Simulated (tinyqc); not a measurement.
Band edges of strained Si(1-x)Ge(x) on relaxed Si(1-y)Ge(y): one step. Gap and offsets against the buffer. Three cases, with inputs chosen for the exercise.

Problem. Buffer: Ev(y) and Ec = Ev(y) + min(ED, EL). dEc = Ec(buffer) - Ec(layer), dEv = Ev(layer) - Ev(buffer); positive values confine the carrier in the layer; type I if both have one sign.

Give: gap of the strained layer; gap of the buffer; dEc; dEv.

Case 1.

Interpolated values (a in angstrom, C11, C12, C44 in GPa, all else in eV):
```
symbol       layer      buffer
a         5.461220    5.430000
Dso       0.078860    0.044000
av        2.272000    2.440000
b        -2.144400   -2.080000
d        -4.822600   -4.740000
C11     158.680000  163.300000
C12      62.074000   64.300000
C44      78.068000   80.000000
Ev        0.084000    0.000000
ED        1.118527    1.176000
EL        1.840080    2.019000
aD        1.589600    1.640000
aL       -3.219400   -3.260000
XuD       9.408800    9.420000
XuL      16.020200   16.170000
```

valley edges (eV): Delta x 1.143691, Delta y 1.143691, Delta z 1.239560, L [111] 1.930675, L [1-1-1] 1.930675, L [-11-1] 1.930675, L [-1-11] 1.930675

edges from the top (eV): 0.090035  0.059870  -0.024210

Solution.

gap of the strained layer = 1.0537 eV
gap of the buffer = 1.1760 eV
dEc = 0.0323 eV
dEv = 0.0900 eV

Type I: electrons collect in the layer (32 meV) and holes in the layer (90 meV). The relaxed layer would have a gap of 1.119 eV, so strain has moved it by -65 meV. An offset this small is within the spread of published parameter sets, so the type is not settled by this model.

Case 2.

Interpolated values (a in angstrom, C11, C12, C44 in GPa, all else in eV):
```
symbol       layer      buffer
a         5.467200    5.443200
Dso       0.088640    0.063840
av        2.256800    2.380800
b        -2.193800   -2.152800
d        -4.851800   -4.800800
C11     159.762000  163.672000
C12      60.838000   62.428000
C44      77.834000   79.204000
Ev        0.129600    0.057600
ED        1.074792    1.107912
EL        1.774680    1.902080
aD        1.732800    1.786800
aL       -3.015200   -3.051200
XuD       9.370800    9.364800
XuL      15.654800   15.718800
```

valley edges (eV): Delta x 1.158548, Delta y 1.158548, Delta z 1.231014, L [111] 1.908403, L [1-1-1] 1.908403, L [-11-1] 1.908403, L [-1-11] 1.908403

edges from the top (eV): 0.134296  0.107656  0.021402

Solution.

gap of the strained layer = 1.0243 eV
gap of the buffer = 1.1079 eV
dEc = 0.0070 eV
dEv = 0.0767 eV

Type I: electrons collect in the layer (7 meV) and holes in the layer (77 meV). The relaxed layer would have a gap of 1.075 eV, so strain has moved it by -51 meV. An offset this small is within the spread of published parameter sets, so the type is not settled by this model.

Case 3.

Interpolated values (a in angstrom, C11, C12, C44 in GPa, all else in eV):
```
symbol       layer      buffer
a         5.660000    5.622035
Dso       0.287000    0.250550
av        1.250000    1.436000
b        -2.530000   -2.461000
d        -5.330000   -5.252000
C11     127.500000  132.930000
C12      48.700000   50.950000
C44      66.400000   68.335000
Ev        0.630000    0.535500
ED        0.947000    0.947847
EL        0.725000    0.918050
aD        1.230000    1.294500
aL       -2.830000   -2.849500
XuD       9.520000    9.493000
XuL      15.610000   15.595000
```

valley edges (eV): Delta x 1.566802, Delta y 1.566802, Delta z 1.520326, L [111] 1.422172, L [1-1-1] 1.320562, L [-11-1] 1.320562, L [-1-11] 1.422172

edges from the top (eV): 0.645939  0.594422  0.323793

Solution.

gap of the strained layer = 0.6746 eV
gap of the buffer = 0.9181 eV
dEc = 0.1330 eV
dEv = 0.1104 eV

Type I: electrons collect in the layer (133 meV) and holes in the layer (110 meV). The relaxed layer would have a gap of 0.725 eV, so strain has moved it by -50 meV.

Computed by tinyqc, one run a case: `OMP_NUM_THREADS=1 python tinyqc.py N N+1 out.jsonl` with N = 1050192, 1050304, 1050386; one thread of a shared Intel(R) Xeon(R) Processor @ 2.30GHz, about 0.02 s a run at most.
